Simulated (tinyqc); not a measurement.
# Signal and retention of a DRAM cell: what changes with what

A stored one starts at Vd and leaks: Cs dV/dt = -I(V), I = a sqrt((V + Vb)/(Vd + Vb)) + b, with a = Ig exp[-(Eg1 q/kB)(1/T - 1/T0)] (generation in a depletion layer) and b = Is exp[-(Es q/kB)(1/T - 1/T0)]. The bit line is precharged to Vd/2, and charge sharing gives the signal (V - Vd/2) Cs/(Cs + Cb).

Parameters, values chosen for the exercise: array voltage Vd = 1.1 V; cell capacitance Cs = 17 fF; bit-line capacitance Cb = 104 fF; smallest signal that the sense amplifier resolves dm = 38 mV; built-in plus back-bias voltage of the storage junction Vb = 1.47 V; junction leakage at V = Vd and T0 Ig = 1.9 fA; voltage-independent leakage at T0 Is = 0.11 fA; activation energy of Is Es = 0.32 eV; reference temperature T0 = 358 K; temperature T = 358 K; deviation of ln(retention time) over the cells sg = 0.55; cells Nc = 1.07e9; refresh interval tr = 32 ms; activation energy of Ig Eg1 = 0.55 eV.

Constants: q = 1.602176634e-19 C, kB = 1.380649e-23 J/K. Results are converted to the units shown.

Each table varies one quantity; the others keep the values above.

## Effect of the cell capacitance

The cell fails below Vc = Vd/2 + dm (Cs + Cb)/Cs. With s = sqrt((Vc + Vb)/(Vd + Vb)), the time from Vd to Vc is t = [2 Cs (Vd + Vb)/a] [1 - s - (b/a) ln((a + b)/(a s + b))]. This time is the median of a log-normal spread: failing cells = Nc erfc(z/sqrt 2)/2, z = ln(t/tr)/sg.

Result of one run:

| Cs (fF) | Vc (V) | retention time (s) | failing cells |
|---|---|---|---|
| 8 | 1.082 | 0.07176 | 7.597e7 |

What becomes of these results when the cell capacitance Cs is changed from 8 to 12 fF, all else the same?

Result of the changed run:

| Cs (fF) | Vc (V) | retention time (s) | failing cells |
|---|---|---|---|
| 12 | 0.9173 | 1.110 | 0.06096 |

The whole series:

| Cs (fF) | Vc (V) | retention time (s) | failing cells |
|---|---|---|---|
| 8 | 1.082 | 0.07176 | 7.597e7 |
| 12 | 0.9173 | 1.110 | 0.06096 |
| 16 | 0.8350 | 2.164 | 9.838e-6 |
| 20 | 0.7856 | 3.225 | 2.669e-8 |
| 24 | 0.7527 | 4.289 | 2.840e-10 |
| 28 | 0.7291 | 5.356 | 6.875e-12 |
| 32 | 0.7115 | 6.424 | 2.898e-13 |

The retention time rises from 0.0718 to 6.42 s, as Cs^(6.75) between the first two rows and Cs^(1.36) between the last two: faster than Cs, because the margin Vd - Vc grows too. It vanishes at Cs = 7.72 fF, where even a fresh one gives only dm.

## Failing cells against the refresh interval

Same model as above.

Failing cells against the refresh interval:

| tr (ms) | z | failing cells |
|---|---|---|
| 16 | 9.1316 | 3.6108e-11 |
| 32 | 7.8713 | 1.8772e-6 |
| 64 | 6.6111 | 0.020413 |
| 128 | 5.3508 | 46.848 |
| 256 | 4.0905 | 23025 |
| 512 | 2.8303 | 2.4883e6 |
| 1024 | 1.5700 | 6.2282e7 |
| 2048 | 0.30973 | 4.0487e8 |

What does the comparison show?

Doubling the interval lowers z by ln 2/sg = 1.26 and multiplies the count by 52000 between the first two rows and by 6.50 between the last two. The count passes 1 at tr = 128 ms among the rows.

Range of the model: Real arrays also hold a tail of unusually leaky cells and cells whose retention varies in time, which this model lacks.

Program tinyqc, `OMP_NUM_THREADS=1 python tinyqc.py 2130123 2130124 out.jsonl`; Intel Xeon 2.30GHz, shared host, one thread, about 0.01 s.
